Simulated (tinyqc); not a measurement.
Rise against time: self-heating of a transistor with one or more fingers, with temperature-dependent conductivity. Computed by tinyqc, a small Python program. Command: `OMP_NUM_THREADS=1 python tinyqc.py 3025895 3025896 out.jsonl selfheat walk`. One thread of a shared host (Intel(R) Xeon(R) Processor @ 2.30GHz), about 0.05 s of CPU time with the checks.

N long parallel fingers lie on the top face of a slab whose bottom is held at T_0; the top is otherwise insulated, and heat flows in two dimensions. P in W/mm is 1000 P in W/m.

Inputs (values chosen for the exercise, modelled on indium phosphide): conductivity at the base temperature kappa_0 = 51.4 W/(m K); power per gate width P = 0.31 W/mm; fingers N = 3; finger pitch s = 18 micrometre; width of the heat source w = 0.24 micrometre; substrate thickness t = 150 micrometre; heat capacity C = 1.5 1e6 J/(m^3 K); pulse length = 12 microsecond.

Power: fixed power.

Method:
- A line source of power P on the top face raises the top at distance x by (P/(pi kappa_0)) g(x), g(x) = -ln tanh(pi x/(4 t)) (the image sum for the slab). On a strip of width w the centre sees the mean of g over the strip, g_0 = 1 + ln(8 t/(pi w)) for w much below t.
- theta_i = (P/(pi kappa_0)) [g_0 + sum over j != i of g(|i - j| s)], with equal powers and constant conductivity; thermal resistance = largest theta/P.
- After switching on, theta(tau) = (P D/kappa_0) int_0^tau X(u) Z(u) du at the hottest finger, D = kappa_0/C; X = sum over fingers at distance x of [erf((x + w/2)/r) - erf((x - w/2)/r)]/(2 w), Z = sum_(j=-200..200) (-1)^j exp(-(2 j t/r)^2)/sqrt(pi D u), r = 2 sqrt(D u); trapezoid rule on 300 points evenly spaced in ln u from u_0 = 1e-3 min(tau, w^2/D) to tau, plus the exact piece 2 sqrt(u_0/(pi D))/w below u_0. Conductivity and power are held at their base values here, and Fourier's law is used even where the diffusion length is near a phonon free path.

diffusivity D = 34.2667 micrometre^2/microsecond

theta of each finger (K): [23.8390, 25.1529, 23.8390]

largest theta = 25.1529 K

Heating curve:
```
time (microsecond)  sqrt(D time) (micrometre)  rise (K)  share of the steady rise
6.60e-04                              0.15039    3.1795                    0.1264
0.0066                                0.47556     5.345                    0.2125
0.066                                  1.5039    7.5506                    0.3002
0.66                                   4.7556    9.7725                    0.3885
6.6                                    15.039    13.464                    0.5353
33                                     33.627    17.603                    0.6999
130                                    66.743    21.445                    0.8526
390                                    115.60    24.154                    0.9603
980                                    183.25    25.076                    0.9969
```

What does the comparison show, and why?

Half the steady rise is reached between 0.66 and 6.6 microseconds, and the last row holds 99.7 % of it; the slowest time constant is 4 t^2/(pi^2 D) = 266 microseconds. While the diffusion length lies between w and the pitch or thickness, the rise grows as the logarithm of time; once it nears the pitch of 18 micrometre the neighbours add their heat.

Extremes, crossings and ranges named in words are read from the listed rows.
